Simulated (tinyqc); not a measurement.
Time-domain thermoreflectance: layered heat flow under a modulated pulse train, and what the signal ratio measures: one step, computed by the program tinyqc. Command: `OMP_NUM_THREADS=1 python tinyqc.py 3110740 3110741 out.jsonl tdtr walk`. One thread of a shared host (Intel(R) Xeon(R) Processor @ 2.30GHz), about 0.1 s of CPU time with the checks.

Pulses repeat at 80 MHz; heat is laid down at the surface, all layers are isotropic.

Problem. Length and time scales. Penetration depth sqrt(kappa/(pi f C)); effusivity sqrt(kappa C); cooling time of the metal d C_m/G; Kapitza length kappa/G.

Inputs (values chosen for the exercise, modelled on aluminium on a SiGe alloy):

| quantity | value | unit |
|---|---|---|
| metal thickness d | 110 | nm |
| metal heat capacity | 2.42 | MJ/(m^3 K) |
| boundary conductance G under the metal | 170 | MW/(m^2 K) |
| substrate conductivity kappa | 7.7 | W/(m K) |
| substrate heat capacity C | 1.64 | MJ/(m^3 K) |
| modulation frequency f | 9.8 | MHz |
| spot radius w (1/e^2, pump and probe) | 4.9 | micrometre |

Stack: metal, substrate.

Give: penetration depth; effusivity; cooling time of the metal; Kapitza length; depth over spot radius.

Solution.

penetration depth = 0.39051 micrometre

effusivity = 3553.6 W s^(1/2)/(m^2 K)

cooling time of the metal = 1565.9 ps

Kapitza length = 45.294 nm

depth over spot radius = 0.079697
